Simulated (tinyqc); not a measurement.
Avrami exponent and activation energy from three anneals.

Problem. Isothermal crystallisation follows X = 1 - exp(-(k t)^n) with k proportional to exp(-Ec q/(kB T)). Find n, k at both temperatures and Ec.

Constants: q = 1.602176634e-19 C, kB = 1.380649e-23 J/K. Results are converted to the units shown.

X at (441 K, 740 s), (441 K, 1480 s) and (461 K, 36 s): 0.36883975  0.72791191  0.51353830

Solution. -ln(1 - X) = (k t)^n: the two times give n, and the two rates give Ec.

n = 1.50
k at 441 K = 8.05e-4 1/s
k at 461 K = 0.0223 1/s
Ec = 2.91 eV

Program tinyqc, `OMP_NUM_THREADS=1 python tinyqc.py 2490068 2490069 out.jsonl`; Intel Xeon 2.30GHz, shared host, one thread, about 0.02 s.
